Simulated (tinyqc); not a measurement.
Comparisons within one model: three-band (Emery) model of a CuO2 plane downfolded to one band. A value that a table varies takes the place of the one given here.

Electron picture, d at 0 and the oxygen p orbitals at -D; sx = sin(kx a/2), sy = sin(ky a/2). H = [[0, 2 tpd sx, -2 tpd sy], [., -D, -4 tpp sx sy], [., ., -D]], real and symmetric. The top (antibonding) band crosses the Fermi level.

One-band form E = e0 - 2t (cos kx + cos ky) - 4t' cos kx cos ky - 2t'' (cos 2kx + cos 2ky) - 4t''' (cos 2kx cos ky + cos kx cos 2ky), k in 1/a. Each hopping is minus the mean of E cos(m kx) cos(n ky) over a 12 x 12 mesh, k = (j + 1/2) 2 pi/12.

Values chosen for the exercise (out of a larger set: of the size used for cuprate planes; not measured data): D = 3 eV (ed - ep); tpd = 1.09 eV (d-p hopping); tpp = 0.74 eV (p-p hopping).

## Ways to reach one band

e0, t, t', t'', t''' (eV): 1.44534  0.38566  -0.04729  0.02621  -0.00313

k in pi/a. Second order: 4 tpd^2 (sx^2 + sy^2)/D. Downfolded at a fixed energy: h(E0) = V (E0 - H_pp)^-1 V^T at E0 = the exact level at (1/2,1/2), then linearised, E = E0 + Z (h(E0) - E0), Z = 1/(1 + |(E0 - H_pp)^-1 V^T|^2). Fourier: all four hoppings.

Top band (eV):
```
k           exact  second order  linearised  Fourier
(0,0)      0.0000        0.0000      0.0000   0.0121
(1/2,0)    0.6509        0.7921      0.6281   0.6615
(1,0)      1.1462        1.5841      1.1389   1.1513
(1,1/2)    2.2331        2.3762      2.1534   2.2292
(1,1)      3.0631        3.1683      2.4791   3.0472
(3/4,3/4)  2.6214        2.7043      2.3742   2.6307
(1/2,1/2)  1.5487        1.5841      1.5487   1.5502
(1/4,1/4)  0.4599        0.4640      0.4302   0.4491
```

The band is 3.063 eV wide; second order gives 3.168, a factor 1.03, since 2 tpd/D = 0.73 is not small. It also leaves out tpp, which widens the exact band and so lowers this factor. Linearising about the Fermi region is exact at (1/2,1/2), off by 7.3 meV at (1,0) and 584 meV at worst, far from E0. The four Fourier hoppings err by at most 16 meV, at (1,1).

## What sets t'/t

tpp is varied; points are in units of pi/a. E(1,0) is the saddle point; the filling is the share of a 40 x 40 mesh, k = (j + 1/2) 2 pi/40, below the saddle energy, times two.

One-band values:
```
tpp (eV)  t (eV)  t' (eV)  t'' (eV)    t'/t  E(1,0) - E(1/2,1/2) (eV)  electrons at the saddle
0.05      0.2409   0.0181    0.0123   0.075                   -0.0220                    0.950
0.20      0.2662   0.0067    0.0152   0.025                   -0.0920                    0.925
0.35      0.2948  -0.0061    0.0181  -0.021                   -0.1685                    0.885
0.50      0.3267  -0.0206    0.0212  -0.063                   -0.2522                    0.835
0.65      0.3624  -0.0367    0.0243  -0.101                   -0.3436                    0.810
0.80      0.4019  -0.0547    0.0275  -0.136                   -0.4434                    0.770
```

t'/t goes from 0.075 to -0.136. With tpp = 0 the band depends on sx^2 + sy^2 alone and the line through the saddle is a nested square, whatever t' says: terms in (cos kx + cos ky)^2 bring t' and t'' in the ratio two to one, higher powers alter it (first row: 0.0181 and 0.0123 eV), so t' - 2t'', which goes from -0.0064 to -0.1097 eV, measures the rounding. Oxygen hopping lowers the saddle against (1/2,1/2), by 0.443 eV in the last row, so the van Hove filling moves from 0.95 to 0.77 electrons (mesh values, coarse by a few hundredths; the nested square holds exactly 1) and the half-filled Fermi line closes around (1,1).

## What each parameter does

Top band at (1,1), (1,0) and (1/2,1/2) in pi/a, and its d weight at (1/2,1/2). Each row changes one parameter from the base and keeps the others.

Results:
```
case            E(1,1) (eV)  E(1,0) (eV)  E(1/2,1/2) (eV)  d weight
base                 3.0631       1.1462           1.5487    0.6646
D = 2.7 eV           3.2157       1.2142           1.6537    0.6347
tpd = 0.981 eV       2.7548       0.9697           1.3441    0.6806
tpp = 0.666 eV       2.9196       1.1462           1.5001    0.6787
```

The largest shifts from the base row, up to three for each result and ties (the steps differ in size, so this ranks the rows, not the parameters). E(1,1) (eV): tpd -0.3083, D +0.1527, tpp -0.1435. E(1,0) (eV): tpd -0.1765, D +0.0680; unchanged at the printed digits by tpp. E(1/2,1/2) (eV): tpd -0.2046, D +0.1051, tpp -0.0486. d weight: D -0.0299, tpd +0.0160, tpp +0.0141. At (1,0) sy = 0, so tpp does not enter.

tinyqc: `OMP_NUM_THREADS=1 python tinyqc.py 1451951 1451952 out.jsonl`; about 0.02 s, one thread, shared Intel(R) Xeon(R) Processor @ 2.30GHz.
